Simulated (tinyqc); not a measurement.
Grain growth, pinning, strength and diffusional creep of a polycrystal or thin film: one step, computed by the program tinyqc. Command: `OMP_NUM_THREADS=1 python tinyqc.py 3005516 3005517 out.jsonl grain walk`. One thread of a shared host (Intel(R) Xeon(R) Processor @ 2.30GHz), about 0.01 s of CPU time with the checks.

One mean grain size d describes the structure.

Question. Yield stress. Hall-Petch term k_y/sqrt(d). Orowan term 3.06 x 0.4 G b ln(2 rbar/b)/(pi lambda sqrt(1 - nu)) with nu = 1/3, rbar = sqrt(2/3) r, lambda = rbar (sqrt(pi/f) - 2). Film term (threading dislocation, matched substrate, the geometry of an fcc (111) film taken for all cases): 3.464 G b ln(2 h/b)/(4 pi (1 - nu) h). The terms are added to sigma_0.

Inputs (values chosen for the exercise, modelled on aluminium): shear modulus G = 27.3 GPa; Burgers vector b = 2.863 angstrom; anneal temperature T = 519 K; particle volume fraction f = 0.00069; particle radius r = 6.9 nm; film thickness h = 120 nm; friction stress sigma_0 = 15 MPa; Hall-Petch slope k_y = 0.058 MPa m^0.5.

Sample: thin film on a substrate.

grain size d = 258.4110 nm

Give: Hall-Petch term; Orowan term; film term; yield stress.

Answer.

Hall-Petch term = 114.10 MPa

Orowan term = 37.132 MPa

film term = 181.29 MPa

yield stress = 347.52 MPa
